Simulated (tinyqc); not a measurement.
Bloch-Grueneisen resistivity of a metal. From one set of inputs to another, one input at a time. Computed by tinyqc, a small Python program. Command: `OMP_NUM_THREADS=1 python tinyqc.py 3013814 3013815 out.jsonl bg ladder`. One thread of a shared host (Intel(R) Xeon(R) Processor @ 2.30GHz), about 0.01 s of CPU time with the checks.

Electrons scatter from a Debye spectrum of phonons (n = 5 for scattering within one band, n = 3 for scattering into a second, heavy band) and from static defects.

The inputs printed are set A. Set A is modelled on aluminium; the values taken over come from a set modelled on copper. Inputs not listed in the table keep their values of set A, so the rows need not describe a real material.

Inputs (values chosen for the exercise, modelled on aluminium):
```
quantity                      value         unit
exponent n                        5            -
Debye temperature Theta         410            K
transport coupling lambda_tr   0.33            -
Drude plasma energy hbar w_p     12           eV
residual resistivity rho_0     0.34  microohm cm
temperature T                   400            K
```

Addition: none.

Constants: k_B = 1.380649e-23 J/K; hbar = 1.054571817e-34 J s; eps_0 = 8.8541878128e-12 F/m; hbar = 6.582119569e-16 eV s; k_B = 8.617333262e-05 eV/K.

Method:
- J_n(y) = int_0^y x^n e^x/(e^x - 1)^2 dx, by 96 Gauss-Legendre points (upper limit at most 60).
- rho_ph = (n - 1) rho_1 (T/Theta)^n J_n(Theta/T), with rho_1 = 2 pi lambda_tr k_B Theta/(hbar eps_0 w_p^2), the high-temperature line at T = Theta.
- Matthiessen's rule: rho = rho_0 + rho_ph.
- Temperature coefficient (1/rho) d rho/dT by a central difference of +/- 0.5 K; residual ratio rho(295 K)/rho(4.2 K); scattering time tau = 1/(eps_0 w_p^2 rho); Wiedemann-Franz kappa = L_0 T/rho, L_0 = (pi^2/3)(k_B/e)^2.

Each row keeps all changes above it; columns: (1) input moved; (2) from; (3) to; (4) resistivity rho (microohm cm); (5) temperature coefficient (1e-3/K); (6) Wiedemann-Franz conductivity (W/(m K)):
```
(1)                                        (2)   (3)     (4)     (5)     (6)
set A                                        -     -  3.8225  2.5382  255.65
Drude plasma energy hbar w_p (eV)           12     9  6.5311  2.6410  149.62
Debye temperature Theta (K)                410   322  6.6688  2.5412  146.53
residual resistivity rho_0 (microohm cm)  0.34   2.3  8.6288  1.9640  113.25
transport coupling lambda_tr              0.33  0.12  4.6014  1.3393  212.37
temperature T (K)                          400    40  2.3232  1.0347   42.06
```

Where does the difference come from?

Resistivity rho goes from 3.82 to 2.32, a factor 0.608 in all. The largest single move comes from temperature T (a factor 0.505), and Drude plasma energy hbar w_p works against it (a factor 1.71). Temperature coefficient goes from 2.54 to 1.03, a factor 0.408 in all. The largest single move comes from transport coupling lambda_tr (a factor 0.682), and Drude plasma energy hbar w_p works against it (a factor 1.04). Wiedemann-Franz conductivity goes from 256 to 42.1, a factor 0.165 in all. The largest single move comes from temperature T (a factor 0.198), and transport coupling lambda_tr works against it (a factor 1.88). The single moves hold for this order of the switches; the total does not depend on the order.

Extremes, crossings and ranges named in words are read from the listed rows.
